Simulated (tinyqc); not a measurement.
Worked calculation: charge neutrality of a doped semiconductor with incomplete ionisation. Computed by tinyqc, a small Python program that keeps every step. Command: `OMP_NUM_THREADS=1 python tinyqc.py 3021004 3021005 out.jsonl dopant walk`. One thread of a shared host (Intel(R) Xeon(R) Processor @ 2.30GHz), about 0.04 s of CPU time with the checks. Intermediate numbers are printed to about 5 digits and carried at full precision; extremes and crossings named in words are read from the listed rows.

Energies are counted from the top of the valence band; E_D is measured down from the conduction band and E_A up from the valence band.

Inputs (values chosen for the exercise, modelled on GaAs):
```
quantity                 value   unit
gap at 0 K E_g0           1.53     eV
Varshni alpha         0.000543   eV/K
Varshni beta               210      K
electron mass m_e       0.0652    m_0
valleys M_c                  1      -
hole mass m_h            0.548    m_0
donor density N_D      3.7e+15  cm^-3
acceptor density N_A         0  cm^-3
donor depth E_D        0.00588     eV
donor degeneracy g_D         2      -
temperature T              200      K
iteration cap               60      -
```

Doping: n-type. Statistics of the bands: Fermi-Dirac. Solver: bisection. Start of Newton steps: intrinsic level E_i.

ratios u of density to N: 0.0035  0.014  0.053  0.21  0.81  3.2  12

Constants: m_0 = 9.1093837015e-31 kg; k_B = 1.380649e-23 J/K; h = 6.62607015e-34 J s; k_B = 8.617333262e-05 eV/K.

## Gap and effective densities of states

E_g = E_g0 - alpha T^2/(T + beta). N_c = 2 M_c (2 pi m_e k_B T/h^2)^(3/2) and N_v = 2 (2 pi m_h k_B T/h^2)^(3/2), masses in units of m_0. n_i = sqrt(N_c N_v) exp(-E_g/(2 k_B T)); E_i = E_g/2 + (k_B T/2) ln(N_v/N_c).

gap E_g = 1.4770 eV

N_c = 2.2741e+17 cm^-3

N_v = 5.5412e+18 cm^-3

k_B T = 0.017235 eV

intrinsic density n_i = 0.27575 cm^-3

intrinsic level E_i = 0.76603 eV

## Charges at trial Fermi levels

n = N_c F_1/2((E_F - E_g)/k_B T), p = N_v F_1/2(-E_F/k_B T). F_1/2(eta) = (2/sqrt(pi)) int_0^infinity sqrt(x)/(1 + exp(x - eta)) dx, by the trapezoid rule in t = sqrt(x) with step 0.02 up to t = 12 (for eta < -12 by exp(eta) - exp(2 eta)/2^(3/2)). N_D+ = N_D/(1 + g_D exp((E_F - E_g + E_D)/k_B T)). Neutrality: p + N_D+ = n + N_A-; the log ratio is ln[(p + N_D+)/(n + N_A-)]. The last column is ln[(p + N_D+)/(n + N_A-)], which vanishes at neutrality; trial levels are the majority level plus multiples of k_B T, rounded to 0.1 meV.

Densities (cm^-3):
```
E_F (eV)           n           p        N_D+  N_A-  log ratio
1.3677    3.9965e+14  1.9014e-16  3.6818e+15     0     2.2206
1.4194    7.9320e+15  9.4689e-18  3.3657e+15     0    -0.8573
1.4539    5.4619e+16  1.2792e-18  2.1321e+15     0    -3.2433
1.4884    2.8474e+17  1.7281e-19  5.7425e+14     0    -6.2063
1.5228    8.8045e+17  2.3482e-20  9.0115e+13     0    -9.1871
```

The log ratio changes sign between 1.3677 and 1.4194 eV.

## Solving for the Fermi level

Bisection of the log ratio between E = -0.3 and E_g + 0.3 eV; stop when |log ratio| < 1e-9.

Course of the iteration:
```
step  E_F (eV)    log ratio
1       0.7385   3.8732e+01
2       1.2578   8.6034e+00
3       1.5174  -8.7376e+00
4       1.3876   1.0577e+00
5       1.4525  -3.1337e+00
6       1.4200  -8.9711e-01
7       1.4038   9.5338e-02
8       1.4119  -3.9539e-01
9       1.4079  -1.4892e-01
...        ...          ...
26      1.4054   1.2297e-06
27      1.4054   2.9878e-07
28      1.4054  -1.6666e-07
29      1.4054   6.6059e-08
30      1.4054  -5.0303e-08
31      1.4054   7.8781e-09
32      1.4054  -2.1212e-08
33      1.4054  -6.6671e-09
34      1.4054   6.0552e-10
```

Fermi level E_F (last iterate) = 1.4054 eV

converged (1 yes, 0 no) = 1

steps = 34

Converged in 34 steps.

## Densities at the solution

The formulas are those given above.

majority density n = 3.5438e+15 cm^-3

minority density p = 2.1339e-17 cm^-3

ionised share of the donors = 0.95778

distance of E_F from the majority band edge = 0.071628 eV

n is 95.8 % of the net doping; n p / n_i^2 = 0.9945.

## The closed form for the extrinsic range

With Boltzmann statistics, no holes and every acceptor ionised, n (n + N_A) = n1 (N_D - N_A - n) with n1 = (N_c/g_D) exp(-E_D/k_B T). Take the positive root.

n1 = 8.0836e+16 cm^-3

n from the quadratic = 3.5446e+15 cm^-3

Against the full solution, 3.5438e15 cm^-3, the quadratic is off by 0.022 %.

## Carrier density against temperature

Neutrality is solved by bisection at each T. The last column is -k_B d ln(n T^-3/4)/d(1/T) from this row and the one above; it turns negative as ionisation nears completion, when the density grows more slowly than that power of T.

Against temperature:
```
T (K)   n (cm^-3)  E_F from the band edge (eV)  ionised share  activation energy (eV)
4.3    4.1252e+11                      0.00276     1.1149e-04                       -
6.2    6.1651e+12                      0.00283     1.6662e-03                0.002938
9.7    6.2106e+13                      0.00306     1.6786e-02                0.002923
15.0   2.8723e+14                      0.00358     7.7629e-02                0.002849
23.0   8.0062e+14                      0.00470     2.1638e-01                0.002618
34.0   1.5072e+15                      0.00681     4.0736e-01                0.002080
300.0  3.6210e+15                      0.12267     9.7864e-01               -0.002500
600.0  3.6745e+15                      0.29844     9.9307e-01               -0.026120
```

Between the two coldest rows the activation energy is 0.00294 eV, 0.50 of the dopant depth: without compensation E_F sits halfway between level and band, so half the depth shows. The density is within 10 % of the net doping from 300 K to 600 K.

## Reduced Fermi level from a carrier density

For u = density/N of the majority band, eta solves F_1/2(eta) = u (bisection). Boltzmann: ln u. Joyce-Dixon: ln u + u/sqrt(8) - 4.95009e-3 u^2 + 1.48386e-4 u^3 - 4.42563e-6 u^4. Degenerate limit: (3 sqrt(pi) u/4)^(2/3). The last column is (eta - ln u) k_B T.

Eta by four rules:
```
u       density (cm^-3)    exact  Boltzmann  Joyce-Dixon  degenerate  Boltzmann error (meV)
0.0035       7.9593e+14  -5.6538    -5.6550      -5.6538      0.0279             2.1326e-02
0.014        3.1837e+15  -4.2637    -4.2687      -4.2637      0.0702             8.5291e-02
0.053        1.2053e+16  -2.9187    -2.9375      -2.9187      0.1706             3.2271e-01
0.21         4.7756e+16  -1.4866    -1.5606      -1.4866      0.4271             1.2759e+00
0.81         1.8420e+17   0.0725    -0.2107       0.0725      1.0505             4.8810e+00
3.2          7.2771e+17   2.2483     1.1632       2.2482      2.6254             1.8702e+01
12           2.7289e+18   6.2011     2.4849       6.1794      6.3369             6.4048e+01
```

Boltzmann statistics place E_F within 1 meV of the exact value up to u = 0.0530 of those listed and miss by 64.0 meV at u = 12. Joyce-Dixon stays within 0.01 in eta up to u = 3.20; the degenerate limit is still 2.2 % high at the last u. A parabolic band is assumed throughout.

Checks made by the program: neutrality at the solution (relative difference 2e-09).
